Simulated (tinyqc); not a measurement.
Front-illuminated p-i-n photodiode, quantum efficiency and bandwidth: one step of the calculation.

Light enters through a p layer (0 to xp), a depleted layer (xp to xp + wi) and a thick n substrate, decaying as exp(-al x); one pass, no back reflection. Carriers made in the depleted layer are all collected; those in the neutral layers diffuse.

Task. Response at one frequency. Drift response for pairs made in the depleted layer, a = al wi, g = 1 - exp(-a), u = 2 pi i f, te = wi/ve, th = wi/vh: electrons He = [g - a (exp(-a) - exp(-u te))/(u te - a)]/(u te g), holes Hh = [g - a (1 - exp(-a - u th))/(a + u th)]/(u th g); C = eps0 eps_r pi (dia/2)^2/wi + Cp; total |He + Hh|/sqrt(1 + (2 pi f RL C)^2), for the current of the depleted layer alone.

Parameters, values chosen for the exercise; values close to those of silicon at this wavelength:

| symbol | value | unit | meaning |
|---|---|---|---|
| al | 531 | 1/cm | absorption coefficient |
| eps_r | 12.2 |  | relative permittivity |
| wi | 5.6 | um | thickness of the depleted layer |
| ve | 1.01e7 | cm/s | electron drift velocity |
| vh | 7.24e6 | cm/s | hole drift velocity |
| dia | 18 | um | diameter |
| RL | 50 | ohm | load resistance |
| Cp | 10 | fF | parasitic capacitance |
| f | 8.2 | GHz | modulation frequency |

Constants: eps0 = 8.8541878128e-14 F/cm where lengths are in cm. Results are converted to the units shown.

Wanted: te; th; He; Hh; |He + Hh|; C; total response.

Result.

te = 55.45 ps
th = 77.35 ps
He = 0.2427-0.3355i
Hh = 0.1111-0.2830i
|He + Hh| = 0.7126
C = 14.91 fF
total response = 0.7121

The drift response alone falls to 1/sqrt(2) at 8.29 GHz and the RC term alone at 214 GHz; together they give 8.28 GHz for this part of the current; the diffusion currents, left out, respond on their own time scales.

Program tinyqc, `OMP_NUM_THREADS=1 python tinyqc.py 2250103 2250104 out.jsonl`; Intel Xeon 2.30GHz, shared host, one thread, about 0.01 s.
